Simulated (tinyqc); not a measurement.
# Mass and degeneracy from charge and saturation current

Problem. At high drain voltage only states moving towards the drain are filled: n = (N0/2) F_0(eta), N0 = gv m kB T/(pi hbar^2), F_0(x) = ln(1 + exp x), and I = q (N0/2) vT F_(1/2)(eta) per width, vT = sqrt(2 kB T/(pi m)), F_(1/2)(x) = (2/sqrt(pi)) int_0^infinity u^(1/2)/(1 + exp(u - x)) du. Find eta and m.

Values chosen for this exercise:

| symbol | value | unit | meaning |
|---|---|---|---|
| T | 77 | K | temperature |
| gv | 2 |  | valley degeneracy |

Constants: q = 1.602176634e-19 C, kB = 1.380649e-23 J/K, hbar = 1.054571817e-34 J s, m0 = 9.1093837015e-31 kg. Results are converted to the units shown.

n = 3.3327114e12 cm^-2
I = 654.84402 uA/um

Answer. The mass drops out of I^2/(q^2 n) = gv (kB T)^2 F_(1/2)^2/(pi^2 hbar^2 F_0), which rises with eta and so fixes it; n then gives m.

eta = 6.360
m = 0.1890 m0

tinyqc, about 0.01 s, one thread, Intel Xeon 2.30GHz (shared host): `OMP_NUM_THREADS=1 python tinyqc.py 2400028 2400029 out.jsonl`
